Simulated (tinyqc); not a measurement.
Hot electrons in a saturated n-channel MOSFET, lucky-electron model: effect of the drain voltage.

Beyond pinch-off the lateral field grows as Esat cosh(y/l) over the velocity-saturated region (pseudo-two-dimensional model). Impact ionisation in this region gives the substrate current, which biases the body forward through Rsub. Currents are per width. Local-field laws: they overstate ionisation when the field peak is narrower than an energy relaxation length.

Cox = 3.9 eps0/tox, l = sqrt(3 tox xj), Esat = 2 vs/mu. Overdrive g = Vg - VT + kb Vb; Vdsat = g Esat L/(g + Esat L); Id = Cox vs (g - Vdsat); dV = Vd - Id Rd - Vdsat; Em = sqrt((dV/l)^2 + Esat^2); Isub = Id (Ai/Bi) l Em exp(-Bi/Em). Vb = Rsub Isub is solved self-consistently. Lifetime tau = (Hl/Id)(Isub/Id)^(-m); 1 year = 3.15576e7 s.

Inputs (values chosen for the exercise); values close to those of silicon n-channel devices:
```
symbol,value,unit,meaning
L,1.2,um,channel length
tox,27,nm,oxide thickness
xj,490,nm,junction depth
VT,0.58,V,threshold
mu,270,cm^2/(V s),effective mobility
vs,8.9e6,cm/s,saturation velocity
Ai,2e6,1/cm,ionisation prefactor
Bi,1.82,MV/cm,ionisation field
Rd,0,ohm um,resistance of the lightly doped drain
Rsub,7900,ohm um,substrate resistance
kb,0.48,,fall of VT per volt of forward body bias
m,2.8,,lifetime exponent
Hl,28000,s uA/um,lifetime constant
Vg,3,V,gate voltage
```

Constants: eps0 = 8.8541878128e-14 F/cm where lengths are in cm. Results are converted to the units shown.

Results:

| Vd (V) | Id (uA/um) | Em (MV/cm) | Isub (uA/um) | Isub/Id | tau (years) |
|---|---|---|---|---|---|
| 3.23 | 64.524 | 0.095513 | 7.1545e-7 | 1.1088e-8 | 2.5867e17 |
| 3.56 | 64.524 | 0.10810 | 7.4523e-6 | 1.1550e-7 | 3.6571e14 |
| 3.89 | 64.524 | 0.12165 | 5.4679e-5 | 8.4742e-7 | 1.3793e12 |
| 4.21 | 64.524 | 0.13543 | 2.7892e-4 | 4.3227e-6 | 1.4395e10 |
| 4.54 | 64.525 | 0.15012 | 0.0011512 | 1.7841e-5 | 2.7186e8 |
| 5.2 | 64.526 | 0.18047 | 0.010632 | 1.6477e-4 | 5.3839e5 |

Estimate the missing row, Vd = 4.87 V.

Computed row:

| Vd (V) | Id (uA/um) | Em (MV/cm) | Isub (uA/um) | Isub/Id | tau (years) |
|---|---|---|---|---|---|
| 4.87 | 64.525 | 0.16516 | 0.0038208 | 5.9214e-5 | 9.4525e6 |

With this row back in the table: As Vd goes from 3.23 to 5.2 V, Em rises from 0.0955 to 0.180 MV/cm, Isub rises from 7.15e-7 to 0.0106 uA/um and tau falls from 2.59e17 to 5.38e5 years. The slope of ln(tau) against 1/Vd is 229 V between the first two rows and 220 V between the last two. In every row tau is a far extrapolation that only says that hot carriers are no limit.

tinyqc, about 0.01 s, one thread, Intel Xeon 2.30GHz (shared host): `OMP_NUM_THREADS=1 python tinyqc.py 2550053 2550054 out.jsonl`
